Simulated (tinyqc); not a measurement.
Scale length and length offset from two DIBL values.

Question. DIBL = exp(-Le/(2 l)) + 2 exp(-Le/l) with Le = L - dL. Find l, dL and the drawn length for a DIBL of 100 mV/V.

DIBL at drawn lengths 26 and 43 nm (mV/V): 126.23815  22.573722

Answer. With e = exp(-Le/(2 l)), 2 e^2 + e = DIBL gives e and so Le/l at each length; Le/l is a straight line in L with slope 1/l.

l = 5.40 nm
dL = 1.60 nm
length for 100 mV/V = 28.2 nm

Numbers from tinyqc (`OMP_NUM_THREADS=1 python tinyqc.py 2002135 2002136 out.jsonl`; about 0.01 s on one thread of a shared Intel Xeon 2.30GHz).
